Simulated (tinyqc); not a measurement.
Pi bands of a honeycomb layer in tight binding: sweeps and comparisons. A value that a table varies takes the place of the one given here.

Lattice vectors a (1,0) and a (1/2, sqrt3/2); f = exp(i ky a/sqrt3) + 2 cos(kx a/2) exp(-i ky a/(2 sqrt3)), w = |f|. H = [[D - t2 F, -t f], [., -D - t2 F]] with F = w^2 - 3, S = [[1, s0 f], [., 1]]; the levels solve det(H - E S) = 0. K = (4 pi/3a, 0), M = (pi/a, pi/(sqrt3 a)); w = 3, 1, 0 at Gamma, M, K.

Parameters, chosen for this exercise (of the size used for hexagonal BN; shifted at random, so the results belong to these values and not to a real crystal): a = 2.5 angstrom (lattice constant); t = 2.97 eV (nearest hopping); t2 = 0 eV (second-neighbour hopping); s0 = 0 (overlap of neighbours); D = 2.83 eV (+D on A, -D on B).

## How far the cone holds

Upper and lower levels at distance q from K towards Gamma (-x) and towards M (+x), measured from 3 t2; cone: sqrt(D^2 + (hbar v q)^2), hbar v = (sqrt3/2) a (t + 3 t2 s0).

Levels (eV):
```
q (1/angstrom),cone,"upper, to Gamma","lower, to Gamma","upper, to M","lower, to M"
0.02,2.8329,2.8330,-2.8330,2.8329,-2.8329
0.05,2.8482,2.8488,-2.8488,2.8475,-2.8475
0.10,2.9021,2.9070,-2.9070,2.8967,-2.8967
0.15,2.9899,3.0051,-3.0051,2.9717,-2.9717
0.20,3.1085,3.1420,-3.1420,3.0663,-3.0663
0.30,3.4249,3.5184,-3.5184,3.2900,-3.2900
0.40,3.8242,4.0021,-4.0021,3.5256,-3.5256
0.60,4.7848,5.1505,-5.1505,3.9180,-3.9180
```

What can be read from the table?

At q = 0.2 the upper band lies +33 meV from the cone towards Gamma and -42 meV towards M; half their difference, 38 meV, is the trigonal warping, steeper towards Gamma, and their mean, -4 meV, comes from the bending of the band. All four values stay within 5 % of the cone up to q = 0.3. Upper and lower bands are mirror images.

## What each parameter does

Gap at K, difference at M, and the two levels at Gamma, from (e - E)^2 - D^2 - (t + s0 E)^2 w^2 = 0, e = -t2 (w^2 - 3). Each row changes one parameter from the base and keeps the others.

Results:
```
case,gap at K (eV),difference at M (eV),lower at Gamma (eV),upper at Gamma (eV)
base,5.6600,8.2048,-9.3486,9.3486
t = 3.1185 eV,5.6600,8.4223,-9.7742,9.7742
t2 = 0.05 eV,5.6600,8.2048,-9.6486,9.0486
s0 = 0.03,5.6600,8.2105,-8.6130,10.2299
D = 2.93 eV,5.8600,8.3441,-9.3794,9.3794
a = 2.55 angstrom,5.6600,8.2048,-9.3486,9.3486
```

What does this show?

The largest shifts from the base row, up to three for each result and ties (the steps differ in size, so this ranks the rows, not the parameters). gap at K (eV): D +0.2000; unchanged at the printed digits by t, t2, s0 and a. difference at M (eV): t +0.2175, D +0.1392, s0 +0.0056; unchanged at the printed digits by t2 and a. lower at Gamma (eV): s0 +0.7356, t -0.4255, t2 -0.3000; unchanged at the printed digits by a. upper at Gamma (eV): s0 +0.8813, t +0.4255, t2 -0.3000; unchanged at the printed digits by a. At points fixed by symmetry a drops out; the gap at K is 2D whatever the hoppings.

Computed by tinyqc, a small Python program: `OMP_NUM_THREADS=1 python tinyqc.py 1481227 1481228 out.jsonl` (the numbers bound the seed that draws the inputs); one thread of a shared host (Intel(R) Xeon(R) Processor @ 2.30GHz), about 0.01 s for the whole set of steps.
